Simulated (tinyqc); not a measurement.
Keating valence-force model of a tetrahedral crystal: one step, computed by the program tinyqc. Command: `OMP_NUM_THREADS=1 python tinyqc.py 3018604 3018605 out.jsonl keating walk`. One thread of a shared host (Intel(R) Xeon(R) Processor @ 2.30GHz), about 0.03 s of CPU time with the checks.

Atom A sits at 0 and atom B at a/4 (1,1,1) of an fcc lattice; the four bonds from A are t = a/4 (1,1,1), a/4 (1,-1,-1), a/4 (-1,1,-1), a/4 (-1,-1,1), of length d = sqrt(3) a/4. Energy: E = (3 alpha/(8 d^2)) sum over bonds (r.r - d^2)^2 + (3 beta/(8 d^2)) sum over pairs of bonds at one atom (r_i.r_j + d^2/3)^2, with beta_A for the six pairs at A and beta_B for the six at B. The cell holds two atoms, Omega = a^3/4. 1 N/m = 1 J/m^2. With constants fitted to the elastic moduli this model puts optical and zone-boundary frequencies of real crystals too high, by up to about 20 % in elemental crystals and up to about 50 % in compounds, and mostly by more for TA modes; in compounds the lattice part of the static dielectric constant then comes out too low.

Question. Dynamical matrix at q. With displacements u exp(i q.r), each bracket changes by g.u, where g = (g_A, g_B): bond t, g = (-2 t, 2 t exp(i q.t)); pair (i, j) at A, g = (-(t_i + t_j), t_i exp(i q.t_j) + t_j exp(i q.t_i)); pair at B, g = (-t_i exp(-i q.t_j) - t_j exp(-i q.t_i), t_i + t_j). Then D_mn = sum over the 4 bonds and 12 pairs of (4 k/a^2) conj(g_m) g_n / sqrt(M_m M_n), with k = alpha or beta converted to eV/angstrom^2. Only the short-range forces enter; the Coulomb field of the charges is left out.

Inputs (values chosen for the exercise, modelled on indium phosphide): mass M_A = 114.82 u; mass M_B = 30.97 u; bond stretching alpha = 43.8 N/m; bond bending beta_A = 6.61 N/m; bond bending beta_B = 6.61 N/m.

Structure: zinc blende.

wave vector q (2 pi/a): [0.25, 0.23, 0]

Constants: 1 eV/angstrom^2 = 16.02176634 J/m^2.

Give: D(q).

Answer.

D(q) (eV/(angstrom^2 u)), rows A x, A y, A z, B x, B y, B z:
```
[[0.1115, 0.0017, 0.0000+0.0007i, -0.1824, 0.0211, 0.0000-0.0508i],
 [0.0017, 0.1111, 0.0000+0.0006i, 0.0211, -0.1824, 0.0000-0.0557i],
 [0.0000-0.0007i, 0.0000-0.0006i, 0.1099, 0.0000-0.0508i, 0.0000-0.0557i, -0.1824],
 [-0.1824, 0.0211, 0.0000+0.0508i, 0.4132, 0.0062, 0.0000-0.0026i],
 [0.0211, -0.1824, 0.0000+0.0557i, 0.0062, 0.4121, 0.0000-0.0024i],
 [0.0000+0.0508i, 0.0000+0.0557i, -0.1824, 0.0000+0.0026i, 0.0000+0.0024i, 0.4073]]
```
